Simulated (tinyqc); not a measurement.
# Voltage acceleration of oxide breakdown, four models on the same data: effect of the use temperature

Field E = V/tox in MV/cm. Models: ln(t63/1 s) = a - c X with X = E (E model), -1/E (1/E model), ln V (power law, c the exponent n) or sqrt(E).

With a and c fitted to the stress data, the voltage for ten years solves a - c X + ln(temperature factor times ks) = ln 3.15576e8; temperature factor exp[(Ea q/kB)(1/Tu - 1/Ts)].

Inputs (values chosen for the exercise): oxide thickness tox = 5.6 nm; stress temperature Ts = 373 K; activation energy Ea = 0.88 eV; factor for area and percentile ks = 0.00032.

Constants: q = 1.602176634e-19 C, kB = 1.380649e-23 J/K. Results are converted to the units shown.

```
model	c	a
E	3.37730	34.5939
1/E	269.280	-26.1674
power	30.2984	52.9777
sqrt E	20.2545	64.8487
```

Result of one run:
```
Tu (K)	temperature factor	V for ten years, E (V)	V for ten years, 1/E (V)	V for ten years, power (V)	V for ten years, sqrt E (V)
358	3.149	1.347	2.865	2.399	2.011
```

What becomes of these results when the use temperature Tu is changed from 358 to 423 K, all else the same?

Result of the changed run:
```
Tu (K)	temperature factor	V for ten years, E (V)	V for ten years, 1/E (V)	V for ten years, power (V)	V for ten years, sqrt E (V)
423	0.03931	0.6202	2.645	2.076	1.578
```

The whole series:
```
Tu (K)	temperature factor	V for ten years, E (V)	V for ten years, 1/E (V)	V for ten years, power (V)	V for ten years, sqrt E (V)
273	2.266e4	2.820	3.446	3.216	3.049
298	982.8	2.299	3.216	2.899	2.657
328	42.78	1.780	3.014	2.614	2.293
358	3.149	1.347	2.865	2.399	2.011
378	0.6962	1.097	2.785	2.282	1.856
398	0.1791	0.8717	2.717	2.182	1.721
423	0.03931	0.6202	2.645	2.076	1.578
```

The temperature factor falls from 22700 to 0.0393, and the allowed voltage by 78.0 % in the E model and 23.3 % in the 1/E model: the steeper a model is near use conditions, the less voltage a given factor in time costs.

Range of the model: All four laws are empirical fits; none is established far below the stress range.

Computed by the program tinyqc: `OMP_NUM_THREADS=1 python tinyqc.py 2070055 2070056 out.jsonl`, one thread of a shared Intel Xeon 2.30GHz, about 0.01 s for the whole run.
